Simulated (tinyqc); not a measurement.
Inside a calculation. Model: resistance of a source-drain extension with a graded tip.

Numbers from tinyqc (`OMP_NUM_THREADS=1 python tinyqc.py 2282247 2282248 out.jsonl`; about 0.03 s on one thread of a shared Intel Xeon 2.30GHz). Printed values are rounded.

y runs along the channel, the gate covers y > 0. The doping is N0 for y < y0 and N0 10^(-(y - y0)/la) beyond, uniform over the depth xj. Sheet conductance s(y) = q mu(N) max(N - Nch, 0) xj + (for y > 0) ma Cox Vo, with mu(N) = u0 + (u1 - u0)/(1 + (N/Nr)^au) and Cox = eps0 eox/tox. Current is taken as one-dimensional; depletion of the tip, spreading and the contact are left out. The metallurgical junction lies at yj, where N = Nch.

Values chosen for this exercise; mobility law close to that of holes in silicon: relative permittivity of the gate insulator (close to silicon dioxide) eox = 3.9; insulator thickness tox = 3 nm; active doping of the extension far from the gate N0 = 6.4e19 cm^-3; lateral abruptness la = 4.9 nm/decade; position under the gate where the fall begins (gate edge at 0) y0 = 3.2 nm; depth of the extension xj = 11 nm; channel doping Nch = 5.3e17 cm^-3; gate overdrive Vo = 0.67 V; mobility of the gate-induced layer ma = 64 cm^2/(V s); mobility at low doping u1 = 470.5 cm^2/(V s); mobility at high doping u0 = 44.9 cm^2/(V s); reference doping Nr = 2.23e17 cm^-3; exponent au = 0.719; gate length Lg = 90 nm.

Constants: q = 1.602176634e-19 C, eps0 = 8.8541878128e-14 F/cm where lengths are in cm. Results are converted to the units shown.

## Sheet resistances and junction position

yj = y0 + la log10(N0/Nch); sheet resistance of the full extension 1/[q mu(N0)(N0 - Nch) xj] and of the gate-induced layer 1/(ma Cox Vo); metallurgical length Lg - 2 yj; ye is where the doped and the gate-induced conductances are equal.

yj = 13.40133 nm
sheet resistance of the extension = 1717.476 ohm/square
sheet resistance of the induced layer = 20260.64 ohm/square
metallurgical length = 63.19734 nm
ye = 9.444020 nm
N at ye = 3.403221e18 cm^-3

The gate takes over 3.96 nm before the junction, where N is still 6.42 times the channel doping.

## Resistance of the overlapped part

Midpoint rule on 12 equal steps from 0 to yj: R_ov = sum h/s(y), per width.

```
point	y (nm)	N (cm^-3)	doped conductance (uS)	sheet resistance (ohm/square)
0	0.5583888	6.4e19	582.2497	1583.264
1	1.675166	6.4e19	582.2497	1583.264
2	2.791944	6.4e19	582.2497	1583.264
3	3.908721	4.587150e19	431.0798	2081.440
4	5.025499	2.714121e19	271.8531	3113.230
5	6.142276	1.605889e19	174.3054	4471.028
6	7.259054	9.501707e18	113.4624	6141.782
7	8.375831	5.621962e18	74.45652	8076.677
8	9.492609	3.326397e18	48.41219	10228.19
9	10.60939	1.968160e18	30.02322	12597.63
10	11.72616	1.164519e18	16.13607	15268.84
11	12.84294	6.890215e17	4.928012	18421.36
```

R_ov = 95.094 ohm um

The exact integral is 95.247 ohm um; the coarse sum is 0.16 % below it.
